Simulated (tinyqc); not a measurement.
Substrate current against gate voltage: lateral field, substrate current, probability of reaching the oxide barrier and hot-carrier lifetime of a silicon transistor (pseudo-two-dimensional and lucky-electron models). Computed by tinyqc, a small Python program. Command: `OMP_NUM_THREADS=1 python tinyqc.py 3001147 3001148 out.jsonl hotcar walk`. One thread of a shared host (Intel(R) Xeon(R) Processor @ 2.30GHz), about 0.01 s of CPU time with the checks.

Local-field models: a lucky carrier gains its energy at the peak field over a path free of collisions. Voltages are magnitudes.

Inputs (values chosen for the exercise, modelled on a silicon p-channel):
```
quantity                                value                      unit
channel length L                          580                        nm
oxide thickness t                          11                        nm
junction depth x_j                        160                        nm
mobility mu                               140                cm^2/(V s)
saturation velocity v_s                  0.66                  1e7 cm/s
threshold voltage V_T                    0.58                         V
drain voltage V_D                         5.9                         V
ionisation prefactor A_i              7.2e+06                      1/cm
ionisation field B_i                     3.85                     MV/cm
hot-carrier mean free path lambda         4.8                        nm
oxide barrier phi_b                       4.6                        eV
interface-trap threshold phi_it           4.5                        eV
lifetime constant H                       800  s microampere/micrometre
length of the depleted extension L_n       31                        nm
```

Drain: lightly doped extension.

Constants: eps_0 = 8.8541878128e-12 F/m.

Method:
- C_ox = 3.9 eps_0/t; F_sat = 2 v_s/mu; V_Dsat = V_ov F_sat L/(V_ov + F_sat L), V_ov = V_G - V_T; I_D/W = C_ox v_s (V_ov - V_Dsat).
- Scale length l = 0.22 t^(1/3) x_j^(1/2) (all in cm); F_m = sqrt(((V_D - V_Dsat)/l_e)^2 + F_sat^2), with l_e = l + L_n; length of the velocity-saturated region l_e ln((V_D - V_Dsat)/(l_e F_sat) + F_m/F_sat).
- Substrate current I_sub/I_D = (A_i/B_i)(V_D - V_Dsat) exp(-B_i/F_m); probability of reaching the oxide barrier exp(-phi_b/(e lambda F_m)); lifetime tau = (H/(I_D/W)) exp(phi_it/(e lambda F_m)).

At the given drain voltage:
```
V_G (V)  V_Dsat (V)  I_D/W (microampere/micrometre)  F_m (kV/cm)  I_sub/W (microampere/micrometre)     tau (s)
0.88         0.2844                            3.23       470.44                          0.009476  1.1174e+11
1.20         0.5569                           13.08       448.56                          0.024474  7.3011e+10
1.60         0.8597                           33.22       424.29                          0.035891  9.4992e+10
2.20         1.2498                           76.71       393.14                          0.037251  2.3696e+11
2.90         1.6289                          143.18       363.00                          0.028326  9.1913e+11
3.80         2.0267                          247.25       331.59                          0.016241  6.1481e+12
4.70         2.3497                          366.78       306.26                          0.008454  4.2946e+13
5.60         2.6173                          497.80       285.44                          0.004241  2.9502e+14
6.50         2.8427                          637.59       268.06                          0.002109  1.9386e+15
```

What does the comparison show, and why?

I_sub peaks at V_G = 2.2 V, 0.37 V_D: a higher gate voltage brings more carriers but raises V_Dsat and so lowers F_m. The shortest lifetime among the rows lies at V_G = 1.2 V, below that of the largest I_sub, since tau depends more steeply on the field.

Extremes, crossings and ranges named in words are read from the listed rows.
